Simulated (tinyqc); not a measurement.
# Heisenberg magnet: exchange from energy differences, ordering vector, linear spin waves and ordering temperature, step by step

A worked calculation. Computed by tinyqc, a small Python program that keeps every step. Command: `OMP_NUM_THREADS=1 python tinyqc.py 3017367 3017368 out.jsonl magnon walk`. One thread of a shared host (Intel(R) Xeon(R) Processor @ 2.30GHz), about 0.2 s of CPU time with the checks. Intermediate numbers are printed to about 6 digits and carried at full precision; extremes and crossings named in words are read from the listed rows.

H = -sum over pairs <ij> J_ij S_i.S_j - K sum_i (S_i^z)^2, each pair once, J > 0 ferromagnetic. First neighbours: 12 at a (0.5, 0.5, 0), second: 6 at a (1, 0, 0), with all permutations and signs.

Inputs (values chosen for the exercise, for a model magnet):
```
quantity,value,unit
exchange J1,1.72,meV
exchange J2,-0.12,meV
spin S,2,-
single-ion anisotropy K,0.0046,meV
lattice constant a,2.92,angstrom
mesh divisions n,20,-
temperature T,140,K
```

Lattice: fcc. Order: ferromagnetic.

wave vector q (2 pi/a): [0.2, 0.17, 0.24]

Constants: h x 1 THz = 4.135667696 meV; k_B = 8.617333262e-05 eV/K.

## Energies of ordered states

J(q) = J1 g1(q) + J2 g2(q), g_s(q) = sum over shell s of cos(q.R). A classical spiral or collinear state of wave vector Q has the exchange energy -(S^2/2) J(Q) per site.

States, Q in 2 pi/a:
```
Q,g1,g2,energy (meV/site)
"G (0, 0, 0)",12,6,-39.84
"X (1, 0, 0)",-4,6,15.20
"L (0.5, 0.5, 0.5)",0,-6,-1.44
"W (1, 0.5, 0)",-4,2,14.24
```

The lowest of these is G (0, 0, 0), 38.400 meV per site below L (0.5, 0.5, 0.5).

## Back from energy differences to J1 and J2

Subtract the first row of the table from the second and third: dE = -(S^2/2)(dg1 J1 + dg2 J2), two equations for two unknowns, as in mapping total energies onto a spin model.

coefficients:
```
,J1,J2
1,32,0
2,24,24
```

energy differences (meV/site): [55.04, 38.40]

J1, J2 (meV): [1.72, -0.12]

## Magnon energy at q

g_s(q) = sum over shell s of cos(q.R), z1 = g1(0). E(q) = S [J(0) - J(q)] + (2S - 1) K, J(q) = J1 g1 + J2 g2. The factor 2S - 1 removes the anisotropy for S = 1/2.

g1(q) = 7.65423

g2(q) = 1.70712

E(q) = 13.9330 meV

frequency = 3.36898 THz

## Long waves and the gap

sum R_x^2 over the shells is s1 = 2 a^2 and s2 = 2 a^2. E = gap + D q^2 with D = (S/2)(J1 s1 + J2 s2) and gap = (2S - 1) K.

stiffness D = 27.28448 meV angstrom^2

gap = 0.0138 meV

## Dispersion

The formulas are those given above.

Energies (meV); X = (1, 0, 0), L = (0.5, 0.5, 0.5) in 2 pi/a:
```
line,fraction of the way,E(q),gap + D q^2
G-X,0.10,1.2691,1.277
G-X,0.25,7.5942,7.909
G-X,0.50,26.5738,31.597
G-X,0.75,46.5134,71.075
G-X,1.00,55.0538,126.345
G-L,0.10,0.9535,0.961
G-L,0.25,5.6373,5.936
G-L,0.50,19.2138,23.701
G-L,0.75,32.7903,53.310
G-L,1.00,38.4138,94.762
```

At the end of the G-X rows the long-wave form is 2.29 times the true energy. At the end of the G-L rows the long-wave form is 2.47 times the true energy. It holds to 5 % in 3 of the ten rows; nearer the zone boundary the cosine flattens the band.

## Loss of moment

Mesh: q = sum_i (m_i + 1/2)/n b_i, m_i = 0..n-1, b = [[-1, 1, 1], [1, -1, 1], [1, 1, -1]] in 2 pi/a; <..> is the mean over the mesh. n = 1/(exp(E/(k_B T)) - 1); no zero-point loss; thermal loss <n>; moment = S less the losses.

zero-point loss = 0

thermal loss = 0.134500

moment <S^z> = 1.86550

The thermal loss is 6.73 % of S.

## Ordering temperature

K left out. Mean field: k_B T = S (S + 1) J(Q)/3 at the ordering vector Q; random-phase (Tyablikov): k_B T = [S (S + 1)/3] / <1/(J(Q) - J(q))>; Curie-Weiss theta = S (S + 1) J(0)/(3 k_B).

mean-field ordering temperature = 462.324 K

random-phase ordering temperature = 344.455 K

Curie-Weiss temperature = 462.324 K

The random-phase value is 0.75 of mean field, since it weights the soft long waves (a harmonic mean of J(Q) - J(q) in place of the arithmetic one); on this mesh it lies slightly high.

Checks made by the program: the long-wave formula against the dispersion (relative difference 6e-07).
